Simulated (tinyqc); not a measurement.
Thermal stress, cracking, delamination and buckling of a thin film; Griffith cracks and misfitting inclusions: one step, computed by the program tinyqc. Command: `OMP_NUM_THREADS=1 python tinyqc.py 3004938 3004939 out.jsonl filmcrack walk`. One thread of a shared host (Intel(R) Xeon(R) Processor @ 2.30GHz), about 0.01 s of CPU time with the checks.

Isotropic linear elasticity; the substrate is much thicker than the film; stress is positive in tension.

Question. A misfitting inclusion. Film material fills a sphere of radius R in the substrate, with the misfit e = thermal strain (it wants to shrink if e > 0). Radial stress at the wall s0 = e/[(1 - 2 nu)/E + (1 + nu_s)/(2 E_s)]; inside it is uniform and hydrostatic; outside s_rr = s0 (R/r)^3, s_tt = -s_rr/2. Keep-out radius: where |s_rr| falls to 10 MPa (R if it is lower at the wall).

Inputs (values chosen for the exercise, modelled on a tungsten film on silicon):
```
quantity                       value        unit
film Young's modulus E           401         GPa
film Poisson ratio nu           0.27           -
deposition temperature T_d       725           K
final temperature T              300           K
substrate Young's modulus E_s    167         GPa
substrate Poisson ratio nu_s    0.24           -
inclusion radius R              0.17  micrometre
```

Inclusion: sphere.

thermal strain = 5.95e-04

Give: radial stress at the wall s0; mean stress inside; keep-out radius.

Answer.

radial stress at the wall s0 = 122.4 MPa

mean stress inside = 122.4 MPa

keep-out radius = 0.3918 micrometre

The stress does not depend on R; its reach scales with R. Hydrostatic tension inside drives voids to form.
